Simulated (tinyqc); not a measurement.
Oxide trap near a transistor channel: two-state multiphonon kinetics, telegraph noise and bias instability: one step, computed by the program tinyqc.

An n-channel device under positive gate bias. The trap is empty (state 1) or holds an electron (state 2); both states are parabolas of equal curvature, and the electron reservoir is taken at the Fermi level of the channel.

Question. Step height and noise. Charge-sheet step dV = e (t_ox - x)/(eps_ox eps_0 W L); Lorentzian spectrum S(f) = 4 dV^2 tau_0^2/((tau_c + tau_e)(1 + (2 pi f tau_0)^2)); corner 1/(2 pi tau_0); variance dV^2 f_2 (1 - f_2) = dV^2 tau_0/(tau_c + tau_e).

Inputs (values chosen for the exercise, with an insulator like Si3N4 on silicon): insulator constant eps_ox = 7.06; insulator thickness t_ox = 5.4 nm; trap depth x from the interface = 1.4 nm; tunnel barrier phi_b = 2 eV; oxide field F = 6.7 MV/cm; temperature T = 250 K; channel width W = 80 nm; channel length L = 41 nm; frequency f = 4 Hz.

Parts treated: one trap and an ensemble.

tau_0 = 9.292073e-04 s

capture time tau_c = 9.353864e-04 s

emission time tau_e = 0.1406615 s

Constants: e = 1.602176634e-19 C; eps_0 = 8.8541878128e-12 F/m.

Give: threshold step dV; corner frequency; S(f); root-mean-square noise.

Answer.

threshold step dV = 3.126 mV

corner frequency = 171.3 Hz

S(f) = 2.382e-10 V^2/Hz

root-mean-square noise = 0.2532 mV

f lies below the corner, on the flat part. Random dopants and current percolation, left out here, spread real steps around this value. Caution: a field 1.5 times as high comes near the usual breakdown field of such an insulator. Caution: the field lowers the tunnel barrier appreciably over the trap depth, so the rectangular barrier understates the rate.
